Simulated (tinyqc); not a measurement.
# Schottky diode by thermionic emission with image-force lowering and series resistance: a Richardson plot

Metal on an n-type semiconductor with one parabolic valley; V > 0 is forward bias (metal positive). I = I0 [exp(Vj/(n Vt)) - 1] with Vj = V - I Rs; I0 = S A* T^2 exp(-(phi - dphi)/Vt), the lowering dphi taken at zero bias.

A* = 4 pi q me m0 kB^2/h^3 (times 1e-4 for A/(cm^2 K^2)); Nc = 2 (2 pi me m0 kB T/h^2)^1.5 (times 1e-6 for cm^-3); xi = Vt ln(Nc/Nd), Vbi = phi - xi; surface field Em = sqrt(2 q Nd (Vbi - V - Vt)/(eps0 eps_r)); dphi = sqrt(q Em/(4 pi eps0 eps_r)). Here V = 0 in Em; phi is held fixed.

Values chosen for this exercise; band and dielectric values close to those of silicon: electron mass me = 0.261 m0; relative permittivity eps_r = 11.7; barrier height seen from the metal phi = 0.64 eV; donor density Nd = 1.1e15 cm^-3; area S = 7.9e-5 cm^2.

Constants: q = 1.602176634e-19 C, kB = 1.380649e-23 J/K, h = 6.62607015e-34 J s, m0 = 9.1093837015e-31 kg, Vt = kB T/q, eps0 = 8.8541878128e-14 F/cm where lengths are in cm. Results are converted to the units shown.

Result of one run:
```
dphi (meV)    I0 (A)  ln(I0/(S T^2))  1/Vt (1/V)
11.60       5.123e-7          -16.81       32.23
```

Which temperature T gave this result: 240, 280, 360 or 450 K?

T = 360 K.

The whole series:
```
T (K)  dphi (meV)     I0 (A)  ln(I0/(S T^2))  1/Vt (1/V)
200         12.64  1.539e-14          -32.96       58.02
240         12.41  9.456e-12          -26.90       48.35
280         12.16  9.724e-10          -22.57       41.44
320         11.90   3.252e-8          -19.33       36.26
360         11.60   5.123e-7          -16.81       32.23
400         11.28   4.750e-6          -14.79       29.01
450         10.83   4.509e-5          -12.78       25.79
```

I0 grows by 9.47 decades. The line through the end rows has the slope -0.6259 eV and the intercept ln(28.8 A/(cm^2 K^2)), against phi = 0.64 eV and A* = 31.4. The difference comes from the lowering: dphi falls from 12.6 to 10.8 meV.

Range of the model: One isotropic valley is assumed; bands with several valleys have a larger Richardson constant and Nc.

Program tinyqc, `OMP_NUM_THREADS=1 python tinyqc.py 2640129 2640130 out.jsonl`; Intel Xeon 2.30GHz, shared host, one thread, about 0.01 s.
